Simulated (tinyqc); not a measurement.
Born-Oppenheimer dynamics on the UHF/6-31g surface (energies and gradients from PySCF), for H3, spin multiplicity 2, step by step. Computed by tinyqc, a small Python program that keeps every step (integrals from PySCF). Settings: charge = 0, multiplicity = 2, basis = 6-31g, time step (fs) = 0.5, steps = 16. Command: `OMP_NUM_THREADS=1 python tinyqc.py 22020 22021 out.jsonl` (the two numbers bound the seeds that draw the settings). One thread of a shared host (Intel(R) Xeon(R) Processor @ 2.60GHz), about 1 s of CPU time with the checks.

positions (bohr):
```
,x,y,z
1H,-0.0113,-0.0283,-0.0397
2H,0.0170,-0.0227,1.6384
3H,0.0510,1.2756,-1.0658
```

The total energy should stay constant up to terms of order dt^2; the step counts as short enough if it moves by less than 2 % of the largest kinetic energy.

Trajectory:
```
time (fs),1H-2H (angstrom),potential (hartree),kinetic (hartree),total (hartree)
0.0000,0.8881,-1.581918,0.000460,-1.581457
0.5000,0.8907,-1.581897,0.000438,-1.581459
1.0000,0.8958,-1.582338,0.000874,-1.581463
1.5000,0.9031,-1.583167,0.001697,-1.581470
2.0000,0.9124,-1.584284,0.002807,-1.581477
2.5000,0.9234,-1.585574,0.004090,-1.581484
3.0000,0.9358,-1.586931,0.005442,-1.581489
3.5000,0.9495,-1.588267,0.006774,-1.581493
4.0000,0.9643,-1.589517,0.008022,-1.581495
4.5000,0.9803,-1.590645,0.009149,-1.581496
5.0000,0.9977,-1.591641,0.010147,-1.581494
5.5000,1.0168,-1.592528,0.011037,-1.581491
6.0000,1.0382,-1.593362,0.011879,-1.581484
6.5000,1.0627,-1.594250,0.012777,-1.581473
7.0000,1.0913,-1.595357,0.013899,-1.581458
7.5000,1.1252,-1.596921,0.015480,-1.581441
8.0000,1.1658,-1.599215,0.017784,-1.581431
```

Is the time step short enough?

Yes. The total energy moves within 6.4e-05 hartree, under 2 % of the largest kinetic energy.
